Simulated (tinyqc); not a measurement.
Worked calculation: plane-wave Kohn-Sham cycle with exchange-only LDA in a layered model solid. One step of it, computed by the program tinyqc.

Problem. Iteration 1: levels at that k. Diagonalise the Hermitian matrix.

H (hartree):
```
           -3         -2         -1         +0         +1         +2         +3
-3   5.898255  -0.235000   0.085000   0.000000   0.000000   0.000000   0.000000
-2  -0.235000   2.198695  -0.235000   0.085000   0.000000   0.000000   0.000000
-1   0.085000  -0.235000   0.143383  -0.235000   0.085000   0.000000   0.000000
+0   0.000000   0.085000  -0.235000  -0.267679  -0.235000   0.085000   0.000000
+1   0.000000   0.000000   0.085000  -0.235000   0.965508  -0.235000   0.085000
+2   0.000000   0.000000   0.000000   0.085000  -0.235000   3.842943  -0.235000
+3   0.000000   0.000000   0.000000   0.000000   0.085000  -0.235000   8.364628
```

Give: eigenvalues.

Solution.

eigenvalues (hartree): -0.399  0.182  1.004  2.214  3.852  5.915  8.378
